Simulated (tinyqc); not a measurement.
Inside a calculation. Method: CCD on RHF in the cc-pvdz basis, for He, spin multiplicity 1. One step of it, computed by the program tinyqc.

Question. CCD: starting amplitudes. t_ij^ab = <ij||ab> / (e_i + e_j - e_a - e_b), whose energy is MP2.

orbital energies (hartree): MO1 -0.914148, MO2 1.397442, MO3 2.524372, MO4 2.524372, MO5 2.524372

Two-electron integrals over orbitals (pq|rs), unique and non-zero (hartree):
```
(11|11) 1.026865    (21|11) -0.316447   (21|21) 0.227505    (22|11) 0.857592
(22|21) -0.255195   (22|22) 0.765495    (31|31) 0.183149    (32|31) -0.025386
(32|32) 0.028529    (33|11) 0.961262    (33|21) -0.230485   (33|22) 0.774953
(33|33) 1.040531    (41|41) 0.183149    (42|41) -0.025386   (42|42) 0.028529
(43|43) 0.063706    (44|11) 0.961262    (44|21) -0.230485   (44|22) 0.774953
(44|33) 0.913119    (44|44) 1.040531    (51|51) 0.183149    (52|51) -0.025386
(52|52) 0.028529    (53|53) 0.063706    (54|54) 0.063706    (55|11) 0.961262
(55|21) -0.230485   (55|22) 0.774953    (55|33) 0.913119    (55|44) 0.913119
(55|55) 1.040531
```

Give: Starting amplitudes; correlation energy.

Answer.

Starting amplitudes (spin orbitals 1a, 1b, ...; amplitudes related by a flip of all spins are not repeated):
```
from      to       t
1a 1b  2a 2b  -0.049
1a 1b  3a 3b  -0.027
1a 1b  4a 4b  -0.027
1a 1b  5a 5b  -0.027
```

correlation energy = -0.02583 hartree
